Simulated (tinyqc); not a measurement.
Illuminated p-n diode, drift-diffusion by the Gummel loop with Scharfetter-Gummel fluxes: one step of the calculation.

Abrupt junction at x = 0, p side from -Lp, n side to Ln, ohmic contacts. psi is counted from the intrinsic level; n = ni exp((psi - phin)/Vt), p = ni exp((phip - psi)/Vt). Contacts: p side psi = V - Vt ln(Na/ni), p = Na, n = ni^2/Na; n side psi = Vt ln(Nd/ni), n = Nd, p = ni^2/Nd. Constant mobilities, D = mu Vt, Boltzmann statistics, SRH recombination through a mid-gap level, U = (n p - ni^2)/(tp (n + ni) + tn (p + ni)). Current is positive from the p contact to the n contact.

Problem. Poisson equation. With phin and phip held, solve a_i (psi_(i+1) - psi_i) - a_(i-1) (psi_i - psi_(i-1)) + q w_i (p_i - n_i + C_i) = 0 for the inner nodes by Newton steps to convergence; a_i = eps0 eps_r/h_i, h_i = x_(i+1) - x_i, w_i = (h_(i-1) + h_i)/2, C = -Na or +Nd.

Values chosen for this exercise; band and dielectric values close to those of silicon:

| symbol | value | unit | meaning |
|---|---|---|---|
| T | 300 | K | temperature |
| eps_r | 11.5 |  | relative permittivity |
| Na | 4.8e16 | cm^-3 | acceptor density of the p side |
| Nd | 4.7e17 | cm^-3 | donor density of the n side |
| V | 0.32 | V | bias of the p contact |

Constants: q = 1.602176634e-19 C, kB = 1.380649e-23 J/K, Vt = kB T/q, eps0 = 8.8541878128e-14 F/cm where lengths are in cm. Results are converted to the units shown.

```
node  x (nm)  phin at the start (V)  phip at the start (V)
0      -2700                   0.32                   0.32
1      -1040                      0                   0.32
2       -397                      0                   0.32
3       -144                      0                   0.32
4      -45.9                      0                   0.32
5       -7.5                      0                   0.32
6        7.5                      0                   0.32
7       33.8                      0                   0.32
8       79.7                      0                   0.32
9        160                      0                   0.32
10       301                      0                   0.32
11       548                      0                   0.32
12       980                      0                      0
```

ni = 8.8783559e9 cm^-3

Find: psi; n after Poisson; p after Poisson.

Solution.

```
node  psi (V)  n after Poisson (cm^-3)  p after Poisson (cm^-3)
0     -0.0808                     1642                 4.800e16
1     -0.0808                  3.901e8                 4.800e16
2     -0.0808                  3.902e8                 4.798e16
3     -0.0779                  4.361e8                 4.294e16
4      0.0603                 9.151e10                 2.046e14
5      0.3115                 1.519e15                 1.233e10
6      0.4408                 2.260e17                  8.285e7
7      0.4591                 4.580e17                  4.088e7
8      0.4598                 4.699e17                  3.985e7
9      0.4598                 4.700e17                  3.984e7
10     0.4598                 4.700e17                  3.984e7
11     0.4598                 4.700e17                  3.984e7
12     0.4598                 4.700e17                    167.7
```

Numbers from tinyqc (`OMP_NUM_THREADS=1 python tinyqc.py 2240012 2240013 out.jsonl`; about 0.6 s on one thread of a shared Intel Xeon 2.30GHz).
